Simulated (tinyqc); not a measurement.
Inside a calculation. Method: UKS/LDA (PW92) in the 3-21g basis, for H2-, spin multiplicity 2. The basis has no diffuse functions, so it cannot describe the extra electron: this is an exercise in the method, not the real anion. One step of it, computed by the program tinyqc.

Problem. Orthogonalisation. S = U s U^T; canonical form X = U s^(-1/2), so that X^T S X = 1. Each column of U has its largest component positive (the first on a tie).

overlap S, order 1H 1s, 1H 2s, 2H 1s, 2H 2s:
$$\begin{pmatrix}
1.000000 & 0.645899 & 0.371924 & 0.466954 \\
0.645899 & 1.000000 & 0.466954 & 0.821633 \\
0.371924 & 0.466954 & 1.000000 & 0.645899 \\
0.466954 & 0.821633 & 0.645899 & 1.000000
\end{pmatrix}$$

Give: eigenvalues of S; X.

Solution.

eigenvalues of S: [0.1159, 0.4614, 0.6906, 2.7321]

X, order 1H 1s, 1H 2s, 2H 1s, 2H 2s:
$$\begin{pmatrix}
-0.6852 & 0.8057 & 0.8033 & 0.2709 \\
1.9612 & -0.6592 & 0.2806 & 0.3311 \\
0.6852 & 0.8057 & -0.8033 & 0.2709 \\
-1.9612 & -0.6592 & -0.2806 & 0.3311
\end{pmatrix}$$
